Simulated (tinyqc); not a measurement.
Inside a calculation. Method: UHF in the sto-3g basis, for BeH2, spin multiplicity 1. One step of it, computed by the program tinyqc.

Question. Iteration 1: diagonalisation and new density. Diagonalise F' = X^T F X, C = X C', fill 3 alpha and 3 beta electrons from the bottom; D(s) = C_occ C_occ^T. Each column has its largest component positive (the first on a tie).

F(alpha) (hartree), lower triangle:
```
            1Be 1s     1Be 2s    1Be 2px    1Be 2py    1Be 2pz      2H 1s      3H 1s
1Be 1s   -4.064992
1Be 2s   -1.190121  -0.413255
1Be 2px  -0.011503  -0.234981   0.260955
1Be 2py   0.000000   0.000000   0.000000  -0.139238
1Be 2pz   0.000242  -0.009660  -0.007693   0.000000   0.396941
2H 1s    -0.255658  -0.264509  -0.090785  -0.262759  -0.005892  -0.176447
3H 1s    -0.255658  -0.264509  -0.090785   0.262759  -0.005892  -0.004885  -0.176447
```

F(beta) (hartree), lower triangle:
```
            1Be 1s     1Be 2s   1Be 2px    1Be 2py    1Be 2pz      2H 1s      3H 1s
1Be 1s   -4.064992
1Be 2s   -1.190121  -0.413255
1Be 2px   0.011503   0.234981  0.260955
1Be 2py   0.000000   0.000000  0.000000  -0.139238
1Be 2pz   0.000242  -0.009660  0.007693   0.000000   0.396941
2H 1s    -0.255658  -0.264509  0.090785  -0.262759  -0.005892  -0.176447
3H 1s    -0.255658  -0.264509  0.090785   0.262759  -0.005892  -0.004885  -0.176447
```

X, lower triangle:
```
            1Be 1s     1Be 2s   1Be 2px    1Be 2py    1Be 2pz      2H 1s     3H 1s
1Be 1s    1.028568
1Be 2s   -0.152385   1.201201
1Be 2px   0.000000   0.000000  1.000000
1Be 2py   0.000000   0.000000  0.000000   1.292344
1Be 2pz  -0.000492   0.005125  0.000000   0.000000   1.000150
2H 1s     0.020423  -0.265228  0.000000  -0.373983  -0.007815   1.231865
3H 1s     0.020423  -0.265228  0.000000   0.373983  -0.007815  -0.076745  1.231865
```

Give: F' = X^T F X; orbital energies; coefficients C; F' = X^T F X; orbital energies; coefficients C; D(alpha) after iteration 1; D(beta) after iteration 1.

Answer.

F' = X^T F X (alpha) (hartree), lower triangle:
```
        1       2       3       4       5       6      7
1  -3.955
2  -0.677   0.015
3   0.020  -0.232   0.261
4   0.000   0.000   0.000   0.227
5   0.001  -0.003  -0.007   0.000   0.397
6  -0.033  -0.234  -0.043  -0.367  -0.008   0.102
7  -0.033  -0.234  -0.043   0.367  -0.008  -0.080  0.102
```

orbital energies (alpha) (hartree): MO1 -4.070, MO2 -0.317, MO3 -0.314, MO4 0.229, MO5 0.397, MO6 0.501, MO7 0.724

coefficients C (alpha):
```
            MO1     MO2     MO3     MO4     MO5     MO6     MO7
1Be 1s    0.990  -0.210   0.000  -0.090   0.017  -0.225   0.000
1Be 2s    0.039   0.544   0.000   0.549  -0.064   1.002   0.000
1Be 2px   0.005   0.335   0.000   0.738   0.032  -0.585   0.000
1Be 2py   0.000   0.000   0.511   0.000   0.000   0.000   1.299
1Be 2pz   0.000   0.013   0.000   0.006   0.998   0.069   0.000
2H 1s    -0.004   0.376   0.410  -0.577   0.015  -0.513  -0.910
3H 1s    -0.004   0.376  -0.410  -0.577   0.015  -0.513   0.910
```

F' = X^T F X (beta) (hartree), lower triangle:
```
        1       2      3       4       5       6      7
1  -3.955
2  -0.677   0.015
3  -0.020   0.232  0.261
4   0.000   0.000  0.000   0.227
5   0.001  -0.003  0.007   0.000   0.397
6  -0.033  -0.234  0.043  -0.367  -0.008   0.102
7  -0.033  -0.234  0.043   0.367  -0.008  -0.080  0.102
```

orbital energies (beta) (hartree): MO1 -4.070, MO2 -0.317, MO3 -0.314, MO4 0.229, MO5 0.397, MO6 0.501, MO7 0.724

coefficients C (beta):
```
            MO1     MO2     MO3     MO4     MO5     MO6     MO7
1Be 1s    0.990  -0.210   0.000   0.090   0.017  -0.225   0.000
1Be 2s    0.039   0.544   0.000  -0.549  -0.064   1.002   0.000
1Be 2px  -0.005  -0.335   0.000   0.738  -0.032   0.585   0.000
1Be 2py   0.000   0.000   0.511   0.000   0.000   0.000   1.299
1Be 2pz   0.000   0.013   0.000  -0.006   0.998   0.069   0.000
2H 1s    -0.004   0.376   0.410   0.577   0.015  -0.513  -0.910
3H 1s    -0.004   0.376  -0.410   0.577   0.015  -0.513   0.910
```

D(alpha) after iteration 1, lower triangle:
```
         1Be 1s  1Be 2s  1Be 2px  1Be 2py  1Be 2pz   2H 1s  3H 1s
1Be 1s    1.023
1Be 2s   -0.075   0.297
1Be 2px  -0.066   0.182    0.112
1Be 2py   0.000   0.000    0.000    0.261
1Be 2pz  -0.003   0.007    0.004    0.000    0.000
2H 1s    -0.082   0.204    0.126    0.210    0.005   0.309
3H 1s    -0.082   0.204    0.126   -0.210    0.005  -0.027  0.309
```

D(beta) after iteration 1, lower triangle:
```
         1Be 1s  1Be 2s  1Be 2px  1Be 2py  1Be 2pz   2H 1s  3H 1s
1Be 1s    1.023
1Be 2s   -0.075   0.297
1Be 2px   0.066  -0.182    0.112
1Be 2py   0.000   0.000    0.000    0.261
1Be 2pz  -0.003   0.007   -0.004    0.000    0.000
2H 1s    -0.082   0.204   -0.126    0.210    0.005   0.309
3H 1s    -0.082   0.204   -0.126   -0.210    0.005  -0.027  0.309
```
